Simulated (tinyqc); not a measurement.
Admittance spectroscopy and thermally stimulated current of one trap level in a depletion layer. From peak temperature T_p back to capture cross section sigma. Computed by tinyqc, a small Python program. Command: `OMP_NUM_THREADS=1 python tinyqc.py 3112090 3112091 out.jsonl admit inv`. One thread of a shared host (Intel(R) Xeon(R) Processor @ 2.30GHz), about 0.01 s of CPU time with the checks.

A Schottky junction on n-type material holds one donor-like electron trap; shallow donors are fully ionised and abrupt depletion edges are assumed.

Inputs (values chosen for the exercise, modelled on n-type silicon):
```
quantity                         value    unit
density-of-states mass m          1.12     m_0
shallow doping N               1.4e+15  1/cm^3
trap depth E_t below the band    0.465      eV
test frequency f                   200      Hz
```

Constants: k_B = 1.380649e-23 J/K; m_0 = 9.1093837015e-31 kg; h = 6.62607015e-34 J s; k_B = 8.617333262e-05 eV/K.

Method:
- N_c = 2 (2 pi m k_B T/h^2)^(3/2), v_th = sqrt(3 k_B T/m), emission rate e_n = sigma v_th N_c exp(-E_t/(k_B T)).
- Where the level crosses the Fermi level capture equals emission, so the trap follows the signal with the rate 2 e_n; G/omega peaks at omega = 2 e_n (the correction for large N_t/N is left out).
- Solve 2 e_n(T_p) = 2 pi f.

Problem. A run gave the result below. Find the capture cross section sigma, known to lie between 7.2e-16 and 2.3e-15 cm^2.

peak temperature T_p = 268.1233 K

Solution.

Each step takes the trial c = (a f_b - b f_a)/(f_b - f_a), f being the result less the target and a, b, c the logarithms of the listed values; c replaces end b, the old b replaces a if the sign of f changed, and otherwise f_a is halved.

Scan of the range:
```
capture cross section sigma (cm^2)  peak temperature T_p (K)
7.20e-16                                             275.646
8.74e-16                                             273.191
1.06e-15                                             270.788
1.29e-15                                             268.384
1.56e-15                                             266.095
1.90e-15                                             263.760
2.30e-15                                             261.534
```

False position (Illinois rule, in the logarithm of the input) inside the bracket:
```
step        end a        end b        trial  peak temperature T_p (K)
1     1.29000e-15  1.56000e-15  1.31820e-15                   268.121
2     1.29000e-15  1.31820e-15  1.31780e-15                   268.125
3     1.31820e-15  1.31780e-15  1.31800e-15                   268.123
```

Peak temperature T_p falls at every point of a 13-point scan of the range (every second point is shown), so one value fits; it is bracketed by 1.29e-15 and 1.56e-15. Answer: capture cross section sigma = 1.318e-15 cm^2.
